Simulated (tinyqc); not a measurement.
ESD clamp with bipolar snapback, compact model and design window: one step of the calculation.

The drain junction multiplies the current that enters it: Igen = (M - 1)(Ic + I0), M = 1/(1 - (Vj/BV)^n). The generated holes leave through the substrate resistance and the base of the parasitic npn: Igen = Vb/Rb + Ic/be, Ic = Is exp(Vb/Vt). Terminal current I = Ic + I0 + Igen and voltage V = Vj + I Ro, per width. Isothermal, constant gain.

Question. The snapback curve. For given Vb: Ic, Igen, M = 1 + Igen/(Ic + I0), Vj = BV (1 - 1/M)^(1/n), I and V.

Parameters, values chosen for the exercise; values close to those of grounded-gate n-channel clamps: temperature T = 300 K; junction breakdown voltage BV = 10.1 V; exponent of the multiplication n = 3; current gain of the parasitic npn be = 11; saturation current Is = 4.2e-18 A/um; junction leakage I0 = 1.5e-12 A/um; substrate resistance Rb = 18000 ohm um; drain ballast and contact resistance Ro = 410 ohm um.

Constants: q = 1.602176634e-19 C, kB = 1.380649e-23 J/K, Vt = kB T/q. Results are converted to the units shown.

Vb, point 0 to 8 (V): 0.05  0.3  0.483  0.543  0.593  0.72  0.837  0.857  0.887

Find: Ic; M; Vj; I; V.

Answer.

```
point  Ic (uA/um)        M  Vj (V)  I (uA/um)  V (V)
0       2.905e-11  1.852e6   10.10      2.778  10.10
1        4.603e-7  8.502e6   10.10      16.67  10.11
2        5.461e-4  4.900e4   10.10      26.83  10.11
3        0.005562     5423   10.10      30.17  10.11
4         0.03848    857.2   10.10      32.99  10.11
5           5.233    8.735   9.699      45.71  9.718
6           483.3    1.187   5.456      573.8  5.691
7            1048    1.136   4.982       1191  5.470
8            3343    1.106   4.617       3697  6.133
```

V peaks at Vt1 = 10.11 V and falls to Vh = 5.470 V: once the npn supplies current, a small M feeds the base. At high current M tends to 1 + 1/be and Vj to BV (1 + be)^(-1/n) = 4.412 V.

Program tinyqc, `OMP_NUM_THREADS=1 python tinyqc.py 2670067 2670068 out.jsonl`; Intel Xeon 2.30GHz, shared host, one thread, about 0.01 s.
